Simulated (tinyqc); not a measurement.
# Undoped gate-all-around wire MOSFET, analytic charge model: two studies

An undoped round wire of radius R under an insulator shell and a surrounding gate; long channel, electrons only, n = ni exp((psi - V)/Vt) with V the quasi-Fermi potential (0 at the source, Vd at the drain), constant mobility, no quantisation. The radial Poisson equation gives n(r) = n(0)/(1 - (1 - b) r^2/R^2)^2 with b = Q0/(Q + Q0). Q is the electron charge per area of the wire surface.

Parameters, values chosen for the exercise; material values close to those of silicon: temperature T = 350 K; band gap Eg = 1.11 eV; relative permittivity of the semiconductor eps_r = 11.8; conduction-band density of states at T Nc = 3.5e19 cm^-3; valence-band density of states at T Nv = 3.35e19 cm^-3; relative permittivity of the gate insulator eox = 7.62; insulator thickness tox = 3.9 nm; wire radius R = 15 nm; gate work function less that of the intrinsic body dphi = 0.07 V; channel mobility mu = 510 cm^2/(V s); gate length L = 0.1 um; drain voltage Vd = 0.3 V.

Constants: q = 1.602176634e-19 C, kB = 1.380649e-23 J/K, Vt = kB T/q, eps0 = 8.8541878128e-14 F/cm where lengths are in cm. Results are converted to the units shown.

Each table varies one quantity; the others keep the values above.

## Effect of the insulator thickness

ni = sqrt(Nc Nv) exp(-Eg/(2 Vt)), Eg in volts; Cox = eps0 eox/(R ln(1 + tox/R)); Q0 = 4 eps0 eps_r Vt/R; V0 = dphi + Vt ln[8 eps0 eps_r Vt/(q ni R^2)]. Q solves Vg - V0 - V = Q/Cox + Vt ln(Q/Q0) + Vt ln(1 + Q/Q0). I = mu (2 pi R/L)[2 Vt (Qs - Qd) + (Qs^2 - Qd^2)/(2 Cox) + Vt Q0 ln((Qd + Q0)/(Qs + Q0))], with Qs at V = 0 and Qd at V = Vd.  I(low) is taken at Vg = 0.26 V, Qs and I(high) at Vg = 1.01 V.

The same in every row: V0 (V) = 0.50764.

Effect of the insulator thickness:
```
tox (nm)  I(low) (nA)  Qs(high) (nC/cm^2)  I(high) (uA)
1.3           0.33093              1724.5        155.64
1.9           0.33092              1269.6        117.16
2.7           0.33090              959.16        90.152
3.9           0.33089              719.17        68.756
5.6           0.33086              546.07        52.981
8.1           0.33083              416.90        40.980
12            0.33079              317.63        31.594
```

As tox goes from 1.3 to 12 nm, I(low) stays near 0.331 nA and I(high) falls from 156 to 31.6 uA. On average I(low) is independent of tox and I(high) goes as tox^(-0.72). Below threshold no voltage drops over the insulator in this long-channel model, so its thickness does not matter there. In every row the surface density at the source at the higher gate voltage passes 0.3 Nc, where Boltzmann statistics fail. In every row mu V/L at the higher gate voltage, with V the smaller of Vd and Vg - V0, passes 3e6 cm/s, so velocity saturation would lower the current. For tox = 8.1 to 12 nm L is under three scale lengths of this cross-section, so short-channel effects, left out here, would raise the subthreshold current.

## Effect of the gate work function less that of the intrinsic body

Same model as above.

Result of one run:
```
dphi (V)  V0 (V)  I(low) (nA)  Qs(high) (nC/cm^2)  I(high) (uA)
0.12      0.5576      0.06307               635.6         57.66
```

What becomes of these results when the gate work function less that of the intrinsic body dphi is changed from 0.12 to 0.07 V, all else the same?

Result of the changed run:
```
dphi (V)  V0 (V)  I(low) (nA)  Qs(high) (nC/cm^2)  I(high) (uA)
0.07      0.5076       0.3309               719.2         68.76
```

The whole series:
```
dphi (V)  V0 (V)  I(low) (nA)  Qs(high) (nC/cm^2)  I(high) (uA)
-0.08     0.3576        45.75               976.8         104.0
-0.03     0.4076        9.034               890.0         91.98
0.02      0.4576        1.734               804.0         80.22
0.07      0.5076       0.3309               719.2         68.76
0.12      0.5576      0.06307               635.6         57.66
0.17      0.6076      0.01202               553.5         47.04
0.22      0.6576     0.002290               473.3         37.05
```

As dphi goes from -0.08 to 0.22 V, I(low) falls from 45.8 to 0.00229 nA and I(high) falls from 104 to 37.1 uA. V0 rises from 0.358 to 0.658 V. In every row the surface density at the source at the higher gate voltage passes 0.3 Nc, where Boltzmann statistics fail. In every row mu V/L at the higher gate voltage, with V the smaller of Vd and Vg - V0, passes 3e6 cm/s, so velocity saturation would lower the current.

Program tinyqc, `OMP_NUM_THREADS=1 python tinyqc.py 2460173 2460174 out.jsonl`; Intel Xeon 2.30GHz, shared host, one thread, about 0.03 s.
